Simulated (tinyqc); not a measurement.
Penn model of the dielectric constant and Phillips ionicity: sweeps and comparisons. A value that a table varies takes the place of the one given here.

n = 32/a^3; Ep^2 = 8 pi c e2 n with c = hbar^2/2m0, e2 = e^2/(4 pi eps0); EF = c (3 pi^2 n)^(2/3); eps = 1 + (Ep/Eg)^2 S with S = 1 - Eg/(4 EF) + (Eg/(4 EF))^2/3, Eg the Penn gap. Core d shells are left out.

Phillips: bond length d = sqrt(3) a/4; homopolar gap Eh = 39.74 d^(-2.48) eV (d in angstrom); Eg^2 = Eh^2 + C^2; ionicity fi = C^2/Eg^2.

Constants: hbar^2/2m0 = 3.80998211 eV angstrom^2; e^2/(4 pi eps0) = 14.39964547 eV angstrom.

Values chosen for the exercise (out of a larger set: near those of ZnSe; not measured data): a = 5.658 angstrom (cubic lattice constant, 32 valence electrons a cell); C0 = 5.18 eV (ionic gap, held fixed); ei = 6.03 (high-frequency dielectric constant).

## Dielectric constant under pressure

The lattice constant is scaled by the factor listed; C = C0.

Results:
```
factor,Eh (eV),Eg (eV),Ep (eV),eps,fi
0.94,5.020,7.214,17.126,5.890,0.516
0.96,4.765,7.038,16.593,5.810,0.542
0.98,4.528,6.880,16.088,5.719,0.567
0.99,4.415,6.806,15.845,5.670,0.579
1.00,4.306,6.736,15.608,5.619,0.591
1.01,4.201,6.670,15.376,5.567,0.603
1.02,4.100,6.606,15.151,5.512,0.615
1.04,3.907,6.488,14.716,5.398,0.637
```

d ln eps/d ln a = -0.92 around factor 1: eps rises under compression. Ep^2 goes as a^-3 and Eh^2 as a^-4.96; with C fixed Eg^2 goes as a^-2.03 at fi = 0.591, and leaving S aside the two powers balance at fi = 0.395. The slope is a difference of two powers and the model omits d shells and any change of C, so it is no prediction for a real crystal; eps from C0 (row 1.00) need not match a measured ei.

## What moves the Penn gap and the ionicity

Eg from ei; fi = 1 - (Eh/Eg)^2, printed even where negative. Each row changes one parameter from the base and keeps the others.

Results:
```
case,Ep (eV),Eg (eV),Eh (eV),fi
base,15.608,6.475,4.306,0.558
a = 5.771 angstrom,15.152,6.281,4.100,0.574
ei = 5.43,15.608,6.868,4.306,0.607
```

The largest shifts from the base row, up to three for each result and ties (the steps differ in size, so this ranks the rows, not the parameters). Ep (eV): a -0.456; unchanged at the printed digits by ei. Eg (eV): ei +0.394, a -0.194. Eh (eV): a -0.206; unchanged at the printed digits by ei. fi: ei +0.049, a +0.016. With the tabulated Phillips C of about 5.6 eV, fi would be 0.63; this model leaves out the d-shell factor.

Computed by tinyqc, a small Python program: `OMP_NUM_THREADS=1 python tinyqc.py 1650996 1650997 out.jsonl` (the numbers bound the seed that draws the inputs); one thread of a shared host (Intel(R) Xeon(R) Processor @ 2.30GHz), about 0.01 s for the whole set of steps.
